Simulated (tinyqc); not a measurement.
n-type polysilicon, carrier trapping at grain boundaries: two steps of the calculation.

One-dimensional grains of size Lg, uniform ionised doping N, monovalent traps Qt at each boundary at a depth Et below (for electrons) or above (for holes) the band edge there, abrupt depletion of width W on each side of a boundary, Boltzmann statistics. xi is the distance from the band edge at the grain centre to the Fermi level. Trapped charge Qt/(1 + exp((xi + VB - Et)/Vt)) = 2 N W, barrier VB = q N W^2/(2 eps0 eps_r).

Parameters, values chosen for the exercise; values of the order met in polycrystalline silicon: temperature T = 300 K; relative permittivity eps_r = 11.7; conduction-band density of states at T NB = 2.8e19 cm^-3; grain size Lg = 18 nm; trap density of a grain boundary Qt = 7.3e11 cm^-2; depth of the trap level from the majority band edge at the boundary Et = 0.43 eV; mass for thermionic emission ms = 0.52 m0; correction factor of the emission rate fe = 1; mobility inside the grains mug = 42 cm^2/(V s); doping N = 2.4e18 cm^-3.

Constants: q = 1.602176634e-19 C, kB = 1.380649e-23 J/K, m0 = 9.1093837015e-31 kg, Vt = kB T/q, eps0 = 8.8541878128e-14 F/cm where lengths are in cm. Results are converted to the units shown.

Task 1. Depletion width, Fermi level and barrier. If the trap equation with xi = Vt ln(NB/N) has a root W < Lg/2, the grain is partly depleted; otherwise W = Lg/2 and the trap equation gives xi = Et - VB + Vt ln(Qt/(N Lg) - 1). N* = Qt/Lg.

Wanted: N*; W; xi; VB; share of traps filled.

Result 1.

N* = 4.0556e17 cm^-3
W = 1.5208 nm
xi = 0.063512 V
VB = 0.0042926 V
share of traps filled = 1.0000

N is 5.92 N*, and the grain is partly depleted; VB = 0.166 Vt.

Task 2. Resistivity and effective mobility. n0 = NB exp(-xi/Vt); mean density n0 (1 - 2 W/Lg) by charge balance in a partly depleted grain, and n0 (sqrt(pi)/2) erf(u)/u with u = sqrt(VB/Vt) in a fully depleted one; v = sqrt(kB T/(2 pi ms m0)); barrier resistivity Vt exp(VB/Vt)/(q fe n0 v Lg); grain resistivity (1 - 2 W/Lg)/(q n0 mug); effective mobility 1/(q mean density total resistivity).

W = 1.5208321 nm
xi = 0.063511533 V
VB = 0.0042925917 V

Wanted: n0; mean density; v; barrier resistivity; grain resistivity; resistivity; effective mobility.

Result 2.

n0 = 2.400e18 cm^-3
mean density = 1.994e18 cm^-3
v = 3.730e6 cm/s
barrier resistivity = 0.01182 ohm cm
grain resistivity = 0.05146 ohm cm
resistivity = 0.06328 ohm cm
effective mobility = 49.46 cm^2/(V s)

The resistivity is 1.02 times that of a single crystal with the same N and mobility mug, and the mean density is 83.1 % of N. The effective mobility exceeds mug only because drift through the depleted grain is left out.

Program tinyqc, `OMP_NUM_THREADS=1 python tinyqc.py 2830067 2830068 out.jsonl`; Intel Xeon 2.30GHz, shared host, one thread, about 0.01 s.
